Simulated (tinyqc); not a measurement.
Inside a calculation. Method: Hueckel theory of the pi electrons, for the molecule c1ccc2cccc-2cc1 (SMILES; centres numbered as the heavy atoms are written). One step of it, computed by the program tinyqc.

Task: Energy, charges, bond orders. E = sum n x; q_r = z_r - P_rr; bond order p = P_rs; free valence = sqrt(3) - sum of p over the bonds of the atom.

x values: 2.310277  1.651572  1.355674  0.886975  0.477260  -0.400392  -0.737640  -1.579218  -1.869214  -2.095294

occupations: 2.000000  2.000000  2.000000  2.000000  2.000000  0.000000  0.000000  0.000000  0.000000  0.000000

charge and bond-order matrix P:
```
,1C,2C,3C,4C,5C,6C,7C,8C,9C,10C
1C,0.870001,0.638899,0.142691,-0.217049,0.017140,0.176598,0.017140,-0.217049,0.142691,0.638899
2C,0.638899,0.986447,0.664039,0.011190,-0.226883,0.017140,0.186432,-0.068408,-0.242189,0.026246
3C,0.142691,0.664039,0.854946,0.585798,0.011190,-0.217049,-0.068408,0.172482,-0.184853,-0.242189
4C,-0.217049,0.011190,0.585798,1.027428,0.595632,-0.074358,-0.231000,0.400945,0.172482,-0.068408
5C,0.017140,-0.226883,0.011190,0.595632,1.172879,0.656039,-0.200638,-0.231000,-0.068408,0.186432
6C,0.176598,0.017140,-0.217049,-0.074358,0.656039,1.046600,0.656039,-0.074358,-0.217049,0.017140
7C,0.017140,0.186432,-0.068408,-0.231000,-0.200638,0.656039,1.172879,0.595632,0.011190,-0.226883
8C,-0.217049,-0.068408,0.172482,0.400945,-0.231000,-0.074358,0.595632,1.027428,0.585798,0.011190
9C,0.142691,-0.242189,-0.184853,0.172482,-0.068408,-0.217049,0.011190,0.585798,0.854946,0.664039
10C,0.638899,0.026246,-0.242189,-0.068408,0.186432,0.017140,-0.226883,0.011190,0.664039,0.986447
```

Centres:
```
centre,"z_r, pi electrons of the neutral centre",h
1C,1,0.000000
2C,1,0.000000
3C,1,0.000000
4C,1,0.000000
5C,1,0.000000
6C,1,0.000000
7C,1,0.000000
8C,1,0.000000
9C,1,0.000000
10C,1,0.000000
```

Bonds:
```
i,j,k
1,2,1
2,3,1
3,4,1
4,5,1
5,6,1
6,7,1
7,8,1
8,9,1
9,10,1
10,1,1
8,4,1
```

Give: pi energy = 10 alpha + this times beta; pi charges; Bond orders and lengths from R = 1.517 - 0.180 p; free valence of the carbons; gap between the highest filled and the next level.

Result:

pi energy = 10 alpha + this times beta = 13.3635

pi charges: 1C 0.1300, 2C 0.0136, 3C 0.1451, 4C -0.0274, 5C -0.1729, 6C -0.0466, 7C -0.1729, 8C -0.0274, 9C 0.1451, 10C 0.0136

Bond orders and lengths from R = 1.517 - 0.180 p (angstrom, C-C alone):
```
bond,p,R
1-2,0.6389,1.4020
2-3,0.6640,1.3975
3-4,0.5858,1.4116
4-5,0.5956,1.4098
5-6,0.6560,1.3989
6-7,0.6560,1.3989
7-8,0.5956,1.4098
8-9,0.5858,1.4116
9-10,0.6640,1.3975
10-1,0.6389,1.4020
8-4,0.4009,1.4448
```

free valence of the carbons: 1C 0.4543, 2C 0.4291, 3C 0.4822, 4C 0.1497, 5C 0.4804, 6C 0.4200, 7C 0.4804, 8C 0.1497, 9C 0.4822, 10C 0.4291

gap between the highest filled and the next level = 0.8777 |beta|
